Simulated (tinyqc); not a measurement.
Worked calculation: Pariser-Parr-Pople SCF with singles CI, for the molecule Nc1nc2nccnc2[nH]1 (SMILES; centres numbered as the heavy atoms are written). One step of it, computed by the program tinyqc.

Task: PPP integrals. Ohno: gamma = 14.399645/sqrt(R^2 + a^2), a = 2 x 14.399645/(gamma_rr + gamma_ss); H_rr = -W_r - sum_(s != r) z_s gamma_rs; H_rs = beta for bonds.

Centres (angstrom, eV; a flat drawing with bonds scaled to 1.40 angstrom):
```
centre          x          y  core charge z          W   gamma_rr
1N      -3.445000   0.000000              2  25.600000  16.800000
2C      -2.045000   0.000000              1  11.160000  11.130000
3N      -1.222000  -1.133000              1  14.100000  12.300000
4C       0.110000  -0.700000              1  11.160000  11.130000
5N       1.322000  -1.400000              1  14.100000  12.300000
6C       2.535000  -0.700000              1  11.160000  11.130000
7C       2.535000   0.700000              1  11.160000  11.130000
8N       1.322000   1.400000              1  14.100000  12.300000
9C       0.110000   0.700000              1  11.160000  11.130000
10N     -1.222000   1.133000              2  25.600000  16.800000
```

Resonance integrals (eV):
```
i    j       beta
1    2  -2.100000
2    3  -2.350000
3    4  -2.350000
4    5  -2.350000
5    6  -2.350000
6    7  -2.240000
7    8  -2.350000
8    9  -2.350000
9   10  -2.100000
10   2  -2.100000
9    4  -2.240000
```

Give: repulsion gamma_rs; core matrix H.

Result:

repulsion gamma_rs (eV):
```
          1N       2C       3N       4C       5N       6C       7C       8N
1N   16.8000   8.2817   5.3646   3.8224   2.8424   2.3573   2.3573   2.8424
2C    8.2817  11.1300   7.7281   5.5188   3.7421   2.9934   2.9934   3.7421
3N    5.3646   7.7281  12.3000   7.7273   5.1187   3.6211   3.3047   3.8134
4C    3.8224   5.5188   7.7273  11.1300   7.7304   5.2390   4.6683   5.2971
5N    2.8424   3.7421   5.1187   7.7304  12.3000   7.7277   5.2962   4.7447
6C    2.3573   2.9934   3.6211   5.2390   7.7277  11.1300   7.5539   5.2962
7C    2.3573   2.9934   3.3047   4.6683   5.2962   7.5539  11.1300   7.7277
8N    2.8424   3.7421   3.8134   5.2971   4.7447   5.2962   7.7277  12.3000
9C    3.8224   5.5188   5.5861   7.5539   5.2971   4.6683   5.2390   7.7304
10N   5.4581   8.2803   5.8235   5.7843   3.8668   3.3444   3.6735   5.2501

          9C      10N
1N    3.8224   5.4581
2C    5.5188   8.2803
3N    5.5861   5.8235
4C    7.5539   5.7843
5N    5.2971   3.8668
6C    4.6683   3.3444
7C    5.2390   3.6735
8N    7.7304   5.2501
9C   11.1300   8.2793
10N   8.2793  16.8000
```

core matrix H (eV):
```
           1N        2C        3N        4C        5N        6C        7C        8N
1N   -68.2070   -2.1000    0.0000    0.0000    0.0000    0.0000    0.0000    0.0000
2C    -2.1000  -76.5205   -2.3500    0.0000    0.0000    0.0000    0.0000    0.0000
3N     0.0000   -2.3500  -73.3756   -2.3500    0.0000    0.0000    0.0000    0.0000
4C     0.0000    0.0000   -2.3500  -74.1082   -2.3500    0.0000    0.0000    0.0000
5N     0.0000    0.0000    0.0000   -2.3500  -67.1753   -2.3500    0.0000    0.0000
6C     0.0000    0.0000    0.0000    0.0000   -2.3500  -59.6630   -2.2400    0.0000
7C     0.0000    0.0000    0.0000    0.0000    0.0000   -2.2400  -60.0048   -2.3500
8N     0.0000    0.0000    0.0000    0.0000    0.0000    0.0000   -2.3500  -68.6365
9C     0.0000    0.0000    0.0000   -2.2400    0.0000    0.0000    0.0000   -2.3500
10N    0.0000   -2.1000    0.0000    0.0000    0.0000    0.0000    0.0000    0.0000

           9C       10N
1N     0.0000    0.0000
2C     0.0000   -2.1000
3N     0.0000    0.0000
4C    -2.2400    0.0000
5N     0.0000    0.0000
6C     0.0000    0.0000
7C     0.0000    0.0000
8N    -2.3500    0.0000
9C   -76.9570   -2.1000
10N   -2.1000  -80.8184
```
